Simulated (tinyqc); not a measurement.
Inside a calculation: exchange-split free-electron bands and tunnelling magnetoresistance. Values are carried at full precision from step to step, so a last printed digit may differ when a step is redone from the rounded ones.

Majority and minority bands E = c k^2/m -/+ Dx/2, c = hbar^2/2m0, so k_up = sqrt(m (EF + Dx/2)/c), k_dn = sqrt(m (EF - Dx/2)/c); n_s = k_s^3/(6 pi^2), D_s = m k_s/(4 pi^2 c).

Constants: hbar^2/2m0 = 3.80998211 eV angstrom^2.

Parameters, chosen for this exercise:
```
symbol  value  unit      meaning
EF      3.38   eV        Fermi energy above the mean band bottom
Dx      5.3    eV        exchange splitting
m       0.96   m0        mass in the electrodes
mb      0.41   m0        mass in the barrier
phi     1.4    eV        barrier height above EF
d       13.9   angstrom  barrier thickness
```

## The two Fermi spheres

Give k_s, n_s, D_s, the moment per electron (n_up - n_dn)/n and three polarisations: of D, of D v and of D v^2 (v proportional to k).

k_up, k_dn (1/angstrom): [1.2326, 0.4289]

n_up, n_dn (1/angstrom^3): [0.03163, 0.00133]

D_up, D_dn (1/(eV angstrom^3)): [0.00787, 0.00274]

moment per electron = 0.9192 muB

polarisations: D 0.4837, D v 0.7840, D v^2 0.9192

The three numbers differ although they describe one band structure: each probe (density of states, ballistic current, diffusive current) weights the velocity differently.

## Transmissions

Barrier: kappa = sqrt(mb phi/c), c = hbar^2/2m0. With a = k1/m, b = k2/m, w = kappa/mb, the transmission at normal incidence is T(k1, k2) = 4 a b w^2/[w^2 (a + b)^2 + (w^2 + a^2)(w^2 + b^2) sinh^2(kappa d)]. Parallel: G_P = T(up, up) + T(dn, dn); antiparallel: G_AP = 2 T(up, dn); TMR = (G_P - G_AP)/G_AP. Julliere: TMR = 2 P^2/(1 - P^2). Slonczewski factor: P_eff = P_k (w^2 - a_up a_dn)/(w^2 + a_up a_dn), P_k = (k_up - k_dn)/(k_up + k_dn).

Evaluate kappa and the three T.

kappa = 0.3881 1/angstrom
kappa d = 5.395

T: up-up 7.518e-05, dn-dn 4.909e-05, up-dn 6.075e-05

The majority channel transmits more, by a factor 1.53; the common factor exp(-2 kappa d) is 2.06e-05.

## Magnetoresistance

From the T, and from the Julliere formula with P_k and with P_eff.

TMR from T = 2.28 %
P_k = 0.4837
P_eff = 0.1062
Julliere with P_k = 61.10 %
Julliere with P_eff = 2.28 %

The interface factor is +0.219. The plain Julliere value lies 58.8 points above the result and the one with P_eff 0.00 points from it. Symmetry filtering in crystalline barriers, which gives far larger values, is outside this model.

## Checks

- TMR of a thick barrier against the Julliere formula with P_eff: both 0.02280.

Program tinyqc; command `OMP_NUM_THREADS=1 python tinyqc.py 1681060 1681061 out.jsonl`; about 0.01 s on one thread of a shared Intel(R) Xeon(R) Processor @ 2.30GHz.
